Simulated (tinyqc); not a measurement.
Resistance of a source-drain extension with a graded tip: two steps of the calculation.

y runs along the channel, the gate covers y > 0. The doping is N0 for y < y0 and N0 10^(-(y - y0)/la) beyond, uniform over the depth xj. Sheet conductance s(y) = q mu(N) max(N - Nch, 0) xj + (for y > 0) ma Cox Vo, with mu(N) = u0 + (u1 - u0)/(1 + (N/Nr)^au) and Cox = eps0 eox/tox. Current is taken as one-dimensional; depletion of the tip, spreading and the contact are left out. The metallurgical junction lies at yj, where N = Nch.

Inputs (values chosen for the exercise); mobility law close to that of electrons in silicon: relative permittivity of the gate insulator (close to silicon dioxide) eox = 3.9; insulator thickness tox = 1.2 nm; active doping of the extension far from the gate N0 = 8.3e19 cm^-3; lateral abruptness la = 4.3 nm/decade; position under the gate where the fall begins (gate edge at 0) y0 = 2.5 nm; depth of the extension xj = 23 nm; channel doping Nch = 1.1e18 cm^-3; gate overdrive Vo = 0.37 V; mobility of the gate-induced layer ma = 160 cm^2/(V s); mobility at low doping u1 = 1414 cm^2/(V s); mobility at high doping u0 = 68.5 cm^2/(V s); reference doping Nr = 9.2e16 cm^-3; exponent au = 0.711; gate length Lg = 30 nm.

Constants: q = 1.602176634e-19 C, eps0 = 8.8541878128e-14 F/cm where lengths are in cm. Results are converted to the units shown.

Problem 1. Sheet resistances and junction position. yj = y0 + la log10(N0/Nch); sheet resistance of the full extension 1/[q mu(N0)(N0 - Nch) xj] and of the gate-induced layer 1/(ma Cox Vo); metallurgical length Lg - 2 yj; ye is where the doped and the gate-induced conductances are equal.

Give: yj; sheet resistance of the extension; sheet resistance of the induced layer; metallurgical length; ye; N at ye.

Solution 1.

yj = 10.57 nm
sheet resistance of the extension = 419.0 ohm/square
sheet resistance of the induced layer = 5870 ohm/square
metallurgical length = 8.852 nm
ye = 8.107 nm
N at ye = 4.122e18 cm^-3

The gate takes over 2.47 nm before the junction, where N is still 3.75 times the channel doping.

Problem 2. Resistance of the overlapped part. Midpoint rule on 10 equal steps from 0 to yj: R_ov = sum h/s(y), per width.

Find: y; N; doped conductance; sheet resistance; R_ov.

Solution 2.

```
point   y (nm)  N (cm^-3)  doped conductance (uS)  sheet resistance (ohm/square)
0      0.52870  8.3000e19                  2386.5                         391.11
1       1.5861  8.3000e19                  2386.5                         391.11
2       2.6435  7.6861e19                  2224.0                         417.65
3       3.7009  4.3631e19                  1334.2                         664.65
4       4.7583  2.4768e19                  813.02                         1016.9
5       5.8157  1.4060e19                  502.11                         1487.1
6       6.8731  7.9813e18                  310.80                         2078.3
7       7.9305  4.5307e18                  186.84                         2799.6
8       8.9879  2.5719e18                  99.654                         3703.6
9       10.045  1.4600e18                  31.018                         4965.9
```

R_ov = 18.944 ohm um

Program tinyqc, `OMP_NUM_THREADS=1 python tinyqc.py 2282195 2282196 out.jsonl`; Intel Xeon 2.30GHz, shared host, one thread, about 0.03 s.
